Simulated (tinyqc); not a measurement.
Screening length from the swing.

Inverse problem. In a simple model of a Schottky-barrier transistor a barrier thinner than d = 3.2 nm is transparent, so the effective barrier is pn - psi (1 - exp(-d/lam)) and the swing beyond flat band is Vt ln 10/(1 - exp(-d/lam)). Find the thermionic swing, lam, and the effective barrier at psi = 0.2 V.

Inputs (values chosen for the exercise):

| symbol | value | unit | meaning |
|---|---|---|---|
| T | 300 | K | temperature |
| pn | 0.49 | eV | barrier for electrons at both contacts |

Constants: q = 1.602176634e-19 C, kB = 1.380649e-23 J/K, Vt = kB T/q. Results are converted to the units shown.

swing in the tunnelling range = 87.398330 mV/decade

Answer. The ratio of the two swings is 1 - exp(-d/lam).

Vt ln 10 = 59.5 mV/decade
lam = 2.80 nm
effective barrier = 0.354 eV

Numbers from tinyqc (`OMP_NUM_THREADS=1 python tinyqc.py 2390001 2390002 out.jsonl`; about 0.07 s on one thread of a shared Intel Xeon 2.30GHz).
